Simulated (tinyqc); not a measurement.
## Doping from two capacitances

Question. An abrupt p-n junction obeys 1/C^2 = 2 (Vbi - V)/(q eps0 eps_r Ne), Ne = Na Nd/(Na + Nd), Vbi = Vt ln(Na Nd/ni^2), V the bias of the p side. Nd is known to be the larger doping. Find Ne, Vbi, Na and Nd.

Parameters, values chosen for the exercise: temperature T = 273 K; relative permittivity eps_r = 12.6.

Constants: q = 1.602176634e-19 C, kB = 1.380649e-23 J/K, Vt = kB T/q, eps0 = 8.8541878128e-14 F/cm where lengths are in cm. Results are converted to the units shown.

C at V = -0.5 and -4.7 V (nF/cm^2): [47.772641, 25.641730]
ni = 1.1524930e6 cm^-3

Solution. The slope of 1/C^2 against -V gives Ne and its intercept Vbi. Then Na Nd = ni^2 exp(Vbi/Vt) and Na + Nd = Na Nd/Ne, so both are roots of one quadratic.

Ne = 4.34e16 cm^-3
Vbi = 1.20 V
Na = 4.90e16 cm^-3
Nd = 3.80e17 cm^-3

tinyqc, about 0.02 s, one thread, Intel Xeon 2.30GHz (shared host): `OMP_NUM_THREADS=1 python tinyqc.py 2000148 2000149 out.jsonl`
